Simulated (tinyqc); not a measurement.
Voltage drop against the pad pitch.

A grid of 25 by 25 nodes with segments Rx (rows) and Ry (columns); every node draws I1 and the central node kh I1; pads with resistance Rp sit at the nodes whose row and column are multiples of the pitch, counting from 0. The drops u = Vdd - V follow from G u = i, with G the conductance matrix and i the load currents, solved directly.

Inputs (values chosen for the exercise):
- Vdd = 0.7 V (supply voltage)
- Rx = 1.7 ohm (resistance of a horizontal segment)
- Ry = 1.2 ohm (resistance of a vertical segment)
- Rp = 0.56 ohm (resistance from a pad node to the supply)
- kh = 3 (factor on the load at the hot node)
- I1 = 0.34 mA (load current of a node in the large grid)

Result of one run:

| pads | worst drop (mV) | mean drop (mV) | largest drop at a pad (mV) | largest pad current (mA) | worst drop over Vdd (%) |
|---|---|---|---|---|---|
| 16 | 22.62 | 18.16 | 10.11 | 18.05 | 3.232 |

Which pad pitch gave this result: 1, 6, 8, 12 or 24 nodes?

pitch = 8 nodes.

The whole series:

| pitch (nodes) | pads | worst drop (mV) | mean drop (mV) | largest drop at a pad (mV) | largest pad current (mA) | worst drop over Vdd (%) |
|---|---|---|---|---|---|---|
| 1 | 625 | 0.3557 | 0.1910 | 0.3557 | 0.6352 | 0.05081 |
| 2 | 169 | 1.306 | 1.006 | 0.9587 | 1.712 | 0.1866 |
| 3 | 81 | 2.998 | 2.427 | 1.916 | 3.422 | 0.4282 |
| 4 | 49 | 5.562 | 4.457 | 3.201 | 5.716 | 0.7946 |
| 6 | 25 | 12.51 | 10.24 | 6.529 | 11.66 | 1.787 |
| 8 | 16 | 22.62 | 18.16 | 10.11 | 18.05 | 3.232 |
| 12 | 9 | 44.45 | 39.39 | 20.43 | 36.48 | 6.350 |
| 24 | 4 | 156.8 | 138.8 | 29.85 | 53.30 | 22.39 |

The worst drop goes from 0.356 to 157 mV while the number of pads falls from 625 to 4; between the last two rows it goes as pitch^(1.82). The largest drop at a pad is 100 % of the worst drop in the first row and 19.0 % in the last; the rest falls along the wires. For pitch = 24 the drop exceeds 15 % of the supply, where loads no longer draw a fixed current.

Computed by the program tinyqc: `OMP_NUM_THREADS=1 python tinyqc.py 2770176 2770177 out.jsonl`, one thread of a shared Intel Xeon 2.30GHz, about 0.2 s for the whole run.
